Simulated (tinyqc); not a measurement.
# Surface potential of a MOS transistor: implicit equation and explicit approximations: accuracy of the approximations against gate voltage

p-type body, charge-sheet picture, depletion and inversion only, full ionisation (an idealisation for deep acceptors), Boltzmann statistics (rough once Na exp(x - xn) passes about Nc/7). In units of Vt: xg = (Vg - Vfb)/Vt, x = psi/Vt, G = gamma/sqrt(Vt), xn = (2 phiF + Vc)/Vt. The implicit equation is (xg - x)^2 = G^2 [x - 1 + exp(x - xn)] for x above about 3. Cox = eps0 eox/tox.

ni = sqrt(Nc Nv) exp(-Eg/(2 Vt)), Eg in volts; phiF = Vt ln(Na/ni); gamma = sqrt(2 q eps0 eps_r Na)/Cox; VT = Vfb + Vt (xn + G sqrt(xn - 1)). Depletion value a = 1 + [sqrt(G^2/4 + xg - 1) - G/2]^2; inversion value b = xn + ln[(xg - xn)^2/G^2 - xn + 1] and first guess y = min(a, b) - ln(1 + exp(-|a - b|)) if a > xn + 1, else b = y = a; one second-order correction with D = exp(y - xn), p = 2 (xg - y) + G^2 (1 + D), w = (xg - y)^2 - G^2 (y - 1 + D): z = y + 2 w/(p + sqrt(p^2 - 2 (2 - G^2 D) w)), or the Newton step z = y + w/p where the root is not real. N_inv = (Cox Vt G/q) [sqrt(x - 1 + exp(x - xn)) - sqrt(x - 1)] at the root. Lambert form (Cox m Vt/q) W0[(G/(2 m sqrt(xn - 1))) exp((Vg - VT)/(m Vt))], m = 1 + G/(2 sqrt(xn - 1)). Errors under 1e-4 mV, and the linear form below VT, are printed as 0.

Inputs (values chosen for the exercise); band and dielectric values close to those of germanium:

| symbol | value | unit | meaning |
|---|---|---|---|
| T | 250 | K | temperature |
| Eg | 0.672 | eV | band gap |
| eps_r | 16.2 |  | relative permittivity |
| Nc | 7.76e18 | cm^-3 | conduction-band density of states at T |
| Nv | 4.59e18 | cm^-3 | valence-band density of states at T |
| eox | 7.41 |  | relative permittivity of the gate insulator (close to silicon nitride) |
| tox | 6.1 | nm | insulator thickness |
| Na | 1.1e17 | cm^-3 | acceptor density |
| Vfb | -0.64 | V | flat-band voltage |
| Vc | 0 | V | channel-body voltage |

Constants: q = 1.602176634e-19 C, kB = 1.380649e-23 J/K, Vt = kB T/q, eps0 = 8.8541878128e-14 F/cm where lengths are in cm. Results are converted to the units shown.

Accuracy of the approximations against gate voltage:
```
Vg (V)  psi (V)    x - xn  error of y (mV)  error of z (mV)  N_inv (cm^-2)  Cox (Vg - VT)/q (cm^-2)  Lambert form (cm^-2)
-0.4    0.16173   -15.698                0                0         6142.8                        0                1800.8
-0.2    0.32486   -8.1260          1.02e-3                0       8.1176e6                        0              5.7273e6
0       0.49387  -0.28098             2.13         -3.34e-4      1.6468e10                        0             1.6498e10
0.2     0.58183    3.8018             16.7             4.46      6.8265e11                1.3123e12             7.2853e11
0.4     0.61040    5.1280             11.5           -0.928      1.8070e12                2.6549e12             1.9107e12
0.6     0.62735    5.9149             8.88           -0.360      3.0205e12                3.9976e12             3.1690e12
0.8     0.63952    6.4798             7.34           -0.188      4.2705e12                5.3402e12             4.4550e12
1       0.64904    6.9215             6.30           -0.113      5.5408e12                6.6828e12             5.7550e12
1.2     0.65685    7.2843             5.55          -0.0747      6.8240e12                8.0255e12             7.0635e12
```

psi rises from 0.162 to 0.657 V and ends 7.3 Vt above 2 phiF + Vc. Among the rows the first guess is off by at most 17 mV (at Vg = 0.2 V) and the corrected value by at most 4.5 mV. In the last row the linear form is 18 % above N_inv and the Lambert form 3.5 % above it; in the first row the Lambert form is 71 % below it. For Vg = 0.2, 0.4, 0.6, 0.8, 1, 1.2 the electron quasi-Fermi level lies less than 2 Vt below the band edge at the surface, or above it, where degeneracy and confinement, left out, matter.

Numbers from tinyqc (`OMP_NUM_THREADS=1 python tinyqc.py 2122157 2122158 out.jsonl`; about 0.01 s on one thread of a shared Intel Xeon 2.30GHz).
